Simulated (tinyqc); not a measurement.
Plain band against climbing image: nudged elastic band on a two-dimensional model surface. Computed by tinyqc, a small Python program. Command: `OMP_NUM_THREADS=1 python tinyqc.py 3016674 3016675 out.jsonl neb walk`. One thread of a shared host (Intel(R) Xeon(R) Processor @ 2.30GHz), about 0.3 s of CPU time with the checks.

V(x, y) = h u^2 + t x + (kappa/2)(y + c u)^2 with u = x^2/w^2 - 1; the path runs from the minimum near (-w, 0) to that near (w, 0).

Inputs (values chosen for the exercise, for a model surface): height h = 0.48 eV; half width w = 1.4 angstrom; transverse stiffness kappa = 4.2 eV/angstrom^2; curvature c = 0.76 angstrom; tilt t = -0.087 eV/angstrom; spring constant k_s = 1.5 eV/angstrom^2; step factor eta = 0.078 angstrom^2/eV.

Surface: curved double well. Climbing image: on.

Method:
- Newton steps x(new) = x - H^-1 grad V (moves limited to 0.3 angstrom) from (-w, 0), (w, 0) and (0, c) give the two minima and the saddle.
- Tangent at image i: towards the higher neighbour if the energies rise or fall through i; at a maximum or minimum, tau = t+ dmax + t- dmin if V(i+1) > V(i-1), else t+ dmin + t- dmax, with t+ = R(i+1) - R(i), t- = R(i) - R(i-1) and dmax, dmin the larger and smaller of |V(i+1) - V(i)| and |V(i-1) - V(i)|; then normalise. Force F = -grad V + (grad V.tau) tau + k_s (|t+| - |t-|) tau.
- With a climbing image, the highest image feels instead F = -grad V + 2 (grad V.tau) tau and no spring.
- Update R(new) = R + eta F; the end points stay fixed.
- Images are counted without the end points, and convergence is judged on the largest force on an image. Each run starts on the straight line with the same k_s and eta, for at most 1500 iterations; errors are against the Newton saddle; a dash marks a run that did not reach 1e-4 eV/angstrom.

positions (angstrom), rows start, end, saddle, columns x, y:
```
[[-1.35328, 0.04988],
 [1.44246, -0.04679],
 [-0.08917, 0.75692]]
```

energies (eV): start 0.119803, end -0.123674, saddle 0.483871

barrier from the start = 0.364068 eV

Error of the highest image (meV) and iterations:
```
images  plain, error  plain, iterations  climbing, error  climbing, iterations
2            -67.708                 49                0                    97
3            -12.223                 75                0                    89
4            -14.059                 94                0                    90
5            -12.189                124                0                    96
6             -2.948                144                0                    97
8             -0.326                192                0                   107
10            -0.026                235                0                   122
```

The plain band underestimates the barrier by 0.03 to 67.71 meV, depending on how near an image falls to the saddle (worst for 2 images, best for 10). The climbing image is within about 0.001 meV in every converged run, so few images suffice for the barrier.

Extremes, crossings and ranges named in words are read from the listed rows.
